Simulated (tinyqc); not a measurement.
# Thickness from two neighbouring fringes

Problem. At normal incidence a transparent film with an index between those of air and substrate, taken as constant, has reflectance minima at 2 n1 d = (m + 1/2) lam (small phase shifts at the substrate neglected). Find d and the order m of the shorter wavelength.

Values chosen for this exercise: index of the transparent film n1 = 1.467.

wavelengths of two neighbouring reflectance minima (nm): [518, 666]

Answer. Neighbouring orders differ by one: 2 n1 d (1/lam1 - 1/lam2) = 1.

d = 794 nm
m = 4

Numbers from tinyqc (`OMP_NUM_THREADS=1 python tinyqc.py 2870141 2870142 out.jsonl`; about 0.01 s on one thread of a shared Intel Xeon 2.30GHz).
